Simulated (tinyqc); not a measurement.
Inside a calculation. Method: RHF in the sto-3g basis, for H2, spin multiplicity 1. One step of it, computed by the program tinyqc.

Problem. Iteration 3 (converged): orbitals. Diagonalise F' = X^T F X, C = X C', fill 1 alpha and 1 beta electrons from the bottom; D = 2 C_occ C_occ^T. Each column has its largest component positive (the first on a tie).

Fock matrix F (hartree), order 1H 1s, 2H 1s:
```
[[-0.409569, -0.629742],
 [-0.629742, -0.409569]]
```

X, order 1H 1s, 2H 1s:
```
[[1.305558, -0.540037],
 [-0.540037, 1.305558]]
```

Give: F' = X^T F X; orbital energies; coefficients C; D after iteration 3.

Solution.

F' = X^T F X (hartree):
```
[[0.070, -0.680],
 [-0.680, 0.070]]
```

orbital energies (hartree): [-0.609, 0.750]

coefficients C, order 1H 1s, 2H 1s:
```
[[0.541, 1.305],
 [0.541, -1.305]]
```

D after iteration 3, order 1H 1s, 2H 1s:
```
[[0.586, 0.586],
 [0.586, 0.586]]
```
